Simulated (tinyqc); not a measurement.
# Trench capacitor in an array: capacitance, non-linearity, leakage and relaxation: what changes with what

A film between two metal electrodes, each interface adding a series capacitance ci. The small-signal permittivity is ek (1 + aq E^2); the field is found with the linear permittivity. Leakage J = J0 sinh(E/Ef). After a voltage step the film passes a relaxation current kr C V tt^(-nr), tt being the time in seconds. The sidewall is a coaxial capacitor with radii a = dm/2 - t and b = dm/2, depth AR dm; the end face is left out.

Values chosen for this exercise; permittivity of the order of that of hafnium oxide:

| symbol | value | unit | meaning |
|---|---|---|---|
| ek | 19.2 |  | relative permittivity of the film |
| t | 4.3 | nm | film thickness |
| ci | 1000 | uF/cm^2 | capacitance of each electrode interface (dead layer and screening) |
| aq | 0.0087 | cm^2/MV^2 | quadratic field coefficient of the permittivity |
| V | 0.8 | V | bias |
| nr | 0.927 |  | exponent of the relaxation current |
| kr | 0.0004 |  | strength of the relaxation |
| J0 | 1.6e-10 | A/cm^2 | leakage prefactor |
| Ef | 0.2 | MV/cm | field for an e-fold rise of the leakage |
| dm | 47 | nm | diameter of the hole |
| AR | 50 |  | aspect ratio, depth over diameter |
| pt | 84 | nm | pitch of the square array |
| rho | 800 | uohm cm | resistivity of the inner electrode |
| t0 | 2e-8 | s | duration of the write pulse |

Constants: eps0 = 8.8541878128e-14 F/cm where lengths are in cm. Results are converted to the units shown.

Each table varies one quantity; the others keep the values above.

## Capacitance, non-linearity and leakage against thickness

Planar film: Cf = eps0 ek/t, 1/C = 1/Cf + 2/ci, EOT = 3.9 eps0/C, effective permittivity C t/eps0, E = (V/t) C/Cf; quadratic coefficient [C(V)/C - 1]/V^2 with Cf (1 + aq E^2) in C(V).

Capacitance, non-linearity and leakage against thickness:
```
t (nm),C (uF/cm^2),EOT (nm),effective permittivity,E (MV/cm),quadratic coefficient (ppm/V^2),J (A/cm^2)
2.5,6.709,0.5147,18.94,3.157,1.335e5,5.735e-4
3.7,4.553,0.7585,19.03,2.142,6.181e4,3.593e-6
5.5,3.072,1.124,19.08,1.446,2.823e4,1.102e-7
8.2,2.065,1.673,19.12,0.9716,1.278e4,1.030e-8
12,1.413,2.444,19.15,0.6648,5991,2.219e-9
18,0.9427,3.663,19.16,0.4436,2670,7.264e-10
27,0.6288,5.491,19.18,0.2959,1189,3.331e-10
40,0.4246,8.132,19.18,0.1998,542.4,1.878e-10
60,0.2832,12.19,19.19,0.1333,241.3,1.147e-10
```

C falls from 6.71 to 0.283 uF/cm^2 while the effective permittivity goes from 18.9 to 19.2 (ek = 19.2). EOT is a straight line in t with slope 3.9/ek = 0.203 and intercept 0.00691 nm. The quadratic coefficient goes as t^(-1.96) between the first two rows and t^(-2.00) between the last two (-2 without interfaces), and J falls by 6.70 decades. For t = 2.5, 3.7 direct tunnelling, left out, would add to the leakage.

## Cell against the film thickness

Per length 1/c = ln(b/a)/(2 pi eps0 ek) + (1/a + 1/b)/(2 pi ci); cell capacitance c AR dm; per footprint over pt^2; fields c V/(2 pi eps0 ek r) at r = a and b; resistance of the inner electrode rho AR dm/(pi a^2); time constant R C/3 of the distributed line.

Results:
```
t (nm),cell capacitance (fF),per footprint (uF/cm^2),field at a (MV/cm),field at b (MV/cm),R (kohm),R C/3 (ps)
1.4,39.90,565.4,5.754,5.411,12.25,162.9
1.9,29.25,414.5,4.316,3.967,12.83,125.1
2.6,21.13,299.5,3.222,2.866,13.70,96.50
3.5,15.41,218.5,2.456,2.091,14.96,76.87
6.4,7.853,111.3,1.464,1.065,20.47,53.57
8.6,5.487,77.76,1.174,0.7441,26.95,49.30
```

Estimate the missing row, t = 4.7 nm.

Computed row:
```
t (nm),cell capacitance (fF),per footprint (uF/cm^2),field at a (MV/cm),field at b (MV/cm),R (kohm),R C/3 (ps)
4.7,11.17,158.3,1.893,1.515,16.93,63.03
```

With this row back in the table: As t goes from 1.4 to 8.6, the cell capacitance falls from 39.9 to 5.49 fF, the capacitance per footprint falls from 565 to 77.8 uF/cm^2, the ratio of the two fields rises from 1.06 to 1.58 and R C/3 falls from 163 to 49.3 ps; the time constant goes as t^(-0.87) between the first two rows and t^(-0.28) between the last two.

## Charge lost after writing

Planar film: Cf = eps0 ek/t, 1/C = 1/Cf + 2/ci, EOT = 3.9 eps0/C, effective permittivity C t/eps0, E = (V/t) C/Cf. A capacitor written for t0 and then left open loses, as a share of C V, kr (tt^(1 - nr) - t0^(1 - nr))/(1 - nr) by relaxation and J tt/(C V) by leakage; both are taken as small, and rows far outside that range are left out.

The same in every row: leakage current (nA/cm^2) = 815.4.

Result of one run:
```
tt (s),relaxation current (nA/cm^2),loss by relaxation (%),loss by leakage (%),total loss (%)
0.001,758.1,0.1807,0.02598,0.2067
```

What becomes of these results when the time since the start of the write pulse tt is changed from 0.001 to 1e-5 s, all else the same?

Result of the changed run:
```
tt (s),relaxation current (nA/cm^2),loss by relaxation (%),loss by leakage (%),total loss (%)
1e-5,5.416e4,0.08623,2.598e-4,0.08649
```

The whole series:
```
tt (s),relaxation current (nA/cm^2),loss by relaxation (%),loss by leakage (%),total loss (%)
1e-6,4.578e5,0.04965,2.598e-5,0.04968
1e-5,5.416e4,0.08623,2.598e-4,0.08649
0.0001,6408,0.1295,0.002598,0.1321
0.001,758.1,0.1807,0.02598,0.2067
0.01,89.68,0.2413,0.2598,0.5011
0.1,10.61,0.3130,2.598,2.911
```

The two currents are equal at tt = 9.24e-4 s. The loss by relaxation grows from 0.0497 to 0.313 %, by 0.0366 points over the first decade and 0.0717 over the last, while the loss by leakage grows tenfold a decade. Leakage is the larger loss for tt = 0.01, 0.1 s. For tt = 0.1 the falling voltage would already cut the leakage, so the linear estimate overstates the loss.

Computed by the program tinyqc: `OMP_NUM_THREADS=1 python tinyqc.py 2102138 2102139 out.jsonl`, one thread of a shared Intel Xeon 2.30GHz, about 0.01 s for the whole run.
